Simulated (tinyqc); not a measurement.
# AlGaN/GaN HEMT with access regions, lumped model: effect of the share of the drain-access electrons removed by traps

A polarisation-induced electron sheet under a Schottky gate, in series with two ungated access regions and contacts. Drift law v = mu E/(1 + mu E/vs) under the gate. Currents in mA/mm, resistances in ohm mm. No self-heating, no channel-length modulation; fits for polarisation, barrier and offset are chosen for the exercise.

sigma = (5e13 x + 1.6e13 x^2) cm^-2, phiB = 0.84 + 1.3 x, dEc = 0.7 (1.71 x + x^2) in volts, Cb = eps0 eps_r/d, VT = phiB - dEc - q sigma/Cb, access density n0 = -Cb VT/q. Access resistance R(L, n) = L/(q mu n sqrt(1 - (I/(q n vs))^2)); Rs = Rc + R(Ls, n0), Rd = Rc + R(Ld, (1 - ft) n0). Vg' = Vg - I Rs, Vd' = Vd - I (Rs + Rd); with u = Vg' - VT, Vc = vs Lg/mu and w the smaller of Vd' and Vc [sqrt(1 + 2 u/Vc) - 1] (0 if negative), the channel gives (mu Cb/Lg)(u w - w^2/2)/(1 + w/Vc). I equals that channel current. Isat is I at Vd = 10 V, gm = dIsat/dVg, Ron the limit of Vd/I at small Vd.

Parameters, values chosen for the exercise; values close to those of AlGaN/GaN structures:
- x = 0.24 (aluminium share of the barrier)
- d = 20 nm (barrier thickness)
- eps_r = 9.1 (relative permittivity of barrier and channel)
- mu = 1800 cm^2/(V s) (channel mobility)
- vs = 1.3e7 cm/s (saturation velocity)
- Lg = 0.25 um (gate length)
- Ls = 1 um (source access length)
- Ld = 12 um (drain access length)
- Rc = 0.57 ohm mm (resistance of each contact)
- Vg = 0 V (gate voltage)

Constants: q = 1.602176634e-19 C, eps0 = 8.8541878128e-14 F/cm where lengths are in cm. Results are converted to the units shown.

The same in every row: VT (V) = -4.314; n0 (cm^-2) = 1.085e13.

Result of one run:
```
ft   Ron (ohm mm)  Isat (mA/mm)  gm (mS/mm)
0.5         9.211         799.4       3.048
```

What becomes of these results when the share of the drain-access electrons removed by traps ft is changed from 0.5 to 0.6, all else the same?

Result of the changed run:
```
ft   Ron (ohm mm)  Isat (mA/mm)  gm (mS/mm)
0.6         11.13         649.4       1.265
```

The whole series:
```
ft   Ron (ohm mm)  Isat (mA/mm)  gm (mS/mm)
0           5.375          1193       295.7
0.1         5.801          1193       295.7
0.2         6.334          1184       126.6
0.3         7.019          1076       21.99
0.4         7.932         942.6       7.559
0.5         9.211         799.4       3.048
0.6         11.13         649.4       1.265
0.7         14.32         493.8      0.4940
```

As ft goes from 0 to 0.7, Ron rises from 5.38 to 14.3 ohm mm, Isat falls from 1190 to 494 mA/mm and gm falls from 296 to 0.494 mS/mm. The ceiling Cb vs is 524 mS/mm. For ft = 0 to 0.6 the power passes 5 W/mm, where self-heating, left out here, lowers the current. For ft = 0.2 to 0.7 the gated channel is not yet saturated at 10 V, because the access regions take the voltage, and gm drops.

Numbers from tinyqc (`OMP_NUM_THREADS=1 python tinyqc.py 2570036 2570037 out.jsonl`; about 0.02 s on one thread of a shared Intel Xeon 2.30GHz).
